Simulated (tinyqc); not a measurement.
Local against global planarity over time: chemical-mechanical planarisation: Preston law, pattern density and step-height reduction. Computed by tinyqc, a small Python program. Command: `OMP_NUM_THREADS=1 python tinyqc.py 3029246 3029247 out.jsonl cmp walk`. One thread of a shared host (Intel(R) Xeon(R) Processor @ 2.30GHz), about 0.01 s of CPU time with the checks.

A row of 12 cells, repeated periodically, holds raised features that cover a share rho of each cell.

Inputs (values chosen for the exercise, close to those used for copper polishing):

| quantity | value | unit |
|---|---|---|
| Preston coefficient K | 7.4e-14 | 1/Pa |
| pressure P | 23 | kPa |
| platen and carrier speed | 110 | rpm |
| distance between the centres | 17 | cm |
| initial step height h0 | 420 | nm |
| contact height h_c | 110 | nm |
| film above the raised areas z0 | 680 | nm |
| cell size | 1.4 | mm |
| planarisation length | 3.5 | mm |

local pattern densities, cell by cell: 0.1  0.7  0.4  0.6  0.4  0.25  0.6  0.25  0.4  0.6  0.6  0.1

Method:
- With equal rotation speeds the relative speed is uniform, v = omega r_c; Preston rate R0 = K P v.
- The stiff pad averages the density: rho_eff(i) = sum_j w_ij rho_j / sum_j w_ij, w = exp(-2 d^2/L^2), L the planarisation length and d the distance between cell centres, summed over all periodic images of cell j.
- While h > h_c only raised areas polish, at R0/rho_eff, until t_c = rho_eff (h0 - h_c)/R0. After that h = h_c exp(-(t - t_c)/tau), tau = rho_eff h_c/R0; low areas polish at R0 (1 - h/h_c) and raised areas at R0 [1 + (1 - rho_eff) h/(rho_eff h_c)]. Removed from raised areas after t_c: h0 - h_c + R0 (t - t_c) + (1 - rho_eff)(h_c - h); from low areas: R0 (t - t_c) - rho_eff (h_c - h). Film left = z0 less the removal from raised areas.
- Times are multiples of h0/R0; the range is the largest minus the smallest removal from raised areas.

effective densities: 0.329137  0.421045  0.481962  0.474514  0.431441  0.403855  0.401851  0.406277  0.438502  0.468746  0.417109  0.325563

blanket rate R0 = 3.33296 nm/s

Steps and range (nm):

| multiple | t (s) | largest step | smallest step | range across the row | mean removal from raised areas |
|---|---|---|---|---|---|
| 0.10 | 12.60 | 332.86 | 290.99 | 41.86 | 102.28 |
| 0.20 | 25.20 | 245.71 | 161.99 | 83.73 | 204.56 |
| 0.30 | 37.80 | 158.57 | 54.61 | 111.00 | 304.52 |
| 0.45 | 56.71 | 52.13 | 9.40 | 86.35 | 416.22 |
| 0.60 | 75.61 | 15.88 | 1.62 | 72.82 | 492.27 |
| 0.80 | 100.81 | 3.26 | 0.16 | 67.27 | 580.17 |
| 1.00 | 126.01 | 0.67 | 0.01 | 66.02 | 664.85 |
| 1.30 | 163.82 | 0.06 | 0.00 | 65.72 | 790.99 |
| 1.70 | 214.22 | 0.00 | 0.00 | 65.69 | 959.00 |

Local steps shrink to 0.01 nm or less, but the range across the row reaches up to 111.0 nm among these rows and ends at 65.7 nm, against the limit (largest - smallest rho_eff) h0 = 65.7 nm: once flat, all cells polish alike and the difference stays. Evener density (dummy fill), a longer planarisation length or a smaller initial step reduces it. Caution: in the last rows the removal passes z0 somewhere, so they describe a thicker film than the one given.

Extremes, crossings and ranges named in words are read from the listed rows.
